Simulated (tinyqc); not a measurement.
Conductivity against oxygen pressure: defect equilibria of an oxide against oxygen pressure (mass action). Computed by tinyqc, a small Python program. Command: `OMP_NUM_THREADS=1 python tinyqc.py 3026492 3026493 out.jsonl brouwer walk`. One thread of a shared host (Intel(R) Xeon(R) Processor @ 2.30GHz), about 0.01 s of CPU time with the checks.

Defects: oxygen vacancies V (charge +2), electrons n, holes p, the ionic partner X = V_M'' (charge -2), and the dopant. Activities are taken equal to concentrations.

Inputs (values chosen for the exercise, for a model oxide):
```
quantity                           value             unit
reduction enthalpy H_r              3.71               eV
prefactor K_r0                   3.8e+71  cm^-9 atm^(1/2)
gap E_g                             2.52               eV
prefactor N_c N_v                9.9e+42            cm^-6
disorder enthalpy H_s               3.11               eV
prefactor K_s0                   4.7e+45            cm^-6
dopant density N_d               2.7e+19            cm^-3
temperature T                       1100                K
electron mobility mu_n              0.87       cm^2/(V s)
hole mobility mu_p                  0.39       cm^2/(V s)
vacancy diffusion prefactor D_0    0.029           cm^2/s
vacancy migration energy E_m         1.1               eV
```

Ionic disorder: Schottky, oxide MO. Dopant (singly charged, fully ionised): acceptor.

Constants: k_B = 8.617333262e-05 eV/K; e = 1.602176634e-19 C.

Method:
- K_r = K_r0 exp(-H_r/k_B T) = [V] n^2 P^(1/2); K_i = N_c N_v exp(-E_g/k_B T) = n p; K_s = K_s0 exp(-H_s/k_B T) = [X] [V].
- Neutrality: 2 [V] + p = n + 2 [X] + N_d. With n as the unknown, [V] = K_r/(n^2 P^(1/2)), p = K_i/n, [X] = K_s/[V]; the log ratio is ln(positive/negative).
- The root is found by 60 bisections in ln n between n = 1e-10 and 1e25 cm^-3.
- sigma_n = e n mu_n, sigma_p = e p mu_p, sigma_ion = 2 e [V] mu_V with mu_V = 2 e D/(k_B T) and D = D_0 exp(-E_m/k_B T); only the oxygen vacancies carry ionic current, and the ionic transport number is sigma_ion over the total.

K_r = 3.81932e+54 cm^-9 atm^(1/2)

K_i = 2.81813e+31 cm^-6

K_s = 2.65015e+31 cm^-6

Log10 of the conductivities in S/cm:
```
log10 P (atm)   n-type   p-type    ionic    total  ionic transport number
-16             2.1010  -8.7110  -3.0789   2.1010              6.6089e-06
-12             1.4192  -8.0292  -3.7153   1.4192              7.3374e-06
-8              0.6893  -7.2993  -4.2555   0.6893              1.1357e-05
-4             -0.1661  -6.4439  -4.5447  -0.1661              4.1822e-05
0              -1.1341  -5.4759  -4.6087  -1.1340              3.3522e-04
```

The ionic transport number stays at or below about 3.4e-4: no electrolytic window. The total has no minimum inside this range.

Extremes, crossings and ranges named in words are read from the listed rows.
